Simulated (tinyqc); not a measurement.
Lossy on-chip transmission line with skin effect: one step of the calculation.

A uniform line in a homogeneous dielectric: c = sqrt(er)/(c0 Z0), l = Z0 sqrt(er)/c0 (c0 = 299792458 m/s), g = w c td, w = 2 pi f. The resistance joins its limits as r = sqrt(r_dc^2 + r_hf^2), with r_dc = rho/(wd th), r_hf = kr rho/(2 delta (wd + th)), delta = sqrt(rho/(pi f mu0)), mu0 = 4 pi 1e-7 H/m; this is an interpolation, and internal inductance, up to 0.05 nH/mm at low frequency, is neglected.

Task. Propagation constant and impedance. gamma = sqrt((r + i w l)(g + i w c)) = alpha + i beta, Zc = sqrt((r + i w l)/(g + i w c)), roots with positive real part; loss 8.685889638 alpha in dB; phase velocity w/beta.

Inputs (values chosen for the exercise):
```
symbol  value  unit    meaning
len      0.39    mm     length
f        0.69   GHz  frequency
```

r = 77.084797 ohm/mm
l = 0.28887498 nH/mm
c = 115.54999 pF/m
g = 0.0050095519 S/m

Find: gamma len; Zc; loss; phase velocity over c0; r/(w l).

Result.

gamma len = 0.054027+0.054366i
Zc = 281.00-273.72i ohm
loss = 1.2033 dB/mm
phase velocity over c0 = 0.10374
r/(w l) = 61.550

r exceeds w l, so the line behaves mainly as an RC line at this frequency.

Program tinyqc, `OMP_NUM_THREADS=1 python tinyqc.py 2810173 2810174 out.jsonl`; Intel Xeon 2.30GHz, shared host, one thread, about 0.01 s.
